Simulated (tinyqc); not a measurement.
The lens: binary melting diagram from solution models of liquid and solid. Computed by tinyqc, a small Python program. Command: `OMP_NUM_THREADS=1 python tinyqc.py 3006010 3006011 out.jsonl melt walk`. One thread of a shared host (Intel(R) Xeon(R) Processor @ 2.30GHz), about 0.01 s of CPU time with the checks.

x is the fraction of B. In a phase with interaction L: mu_A = G_A + R T ln(1 - x) + L x^2, mu_B = G_B + R T ln x + L (1 - x)^2. Melting: G(liquid) - G(solid) = H (1 - T/T_m) for each pure component.

Inputs (values chosen for the exercise, for a model alloy):
```
quantity                value    unit
melting point T_A        1780       K
melting point T_B        1195       K
heat of melting H_A      49.5  kJ/mol
heat of melting H_B      36.1  kJ/mol
liquid interaction L_L    0.5  kJ/mol
solid interaction L_S     2.8  kJ/mol
```

Diagram: complete solid solution (lens).

Constants: R = 8.314462618 J/(mol K).

Method. Equal potentials: F_A = dG_A + R T ln[(1 - xl)/(1 - xs)] + L_L xl^2 - L_S xs^2 = 0, F_B = dG_B + R T ln(xl/xs) + L_L (1 - xl)^2 - L_S (1 - xs)^2 = 0. Newton steps from the ideal values with the exact Jacobian, halved if x would leave (0, 1); stop below 1e-12, residuals under 1e-7 shown as 0.

Liquidus and solidus:
```
T (K)       xl       xs  ideal xl  ideal xs
1751   0.07252  0.01959   0.07681   0.02423
1663   0.27882  0.08630   0.29296   0.10538
1575   0.46277  0.16794   0.48303   0.20103
1488   0.62146  0.27101   0.64482   0.31530
1400   0.75856  0.41094   0.78188   0.45929
1312   0.87375  0.60793   0.89248   0.64548
1224   0.97086  0.88774   0.97741   0.89679
```

What does the comparison show, and why?

The lens is widest among these rows at 1488 K (0.350 in x, ideal 0.330). L_L - L_S = -2.3 kJ/mol, relative to the mixed solid, favours the mixed liquid, and the liquidus lies below the ideal one in every row.
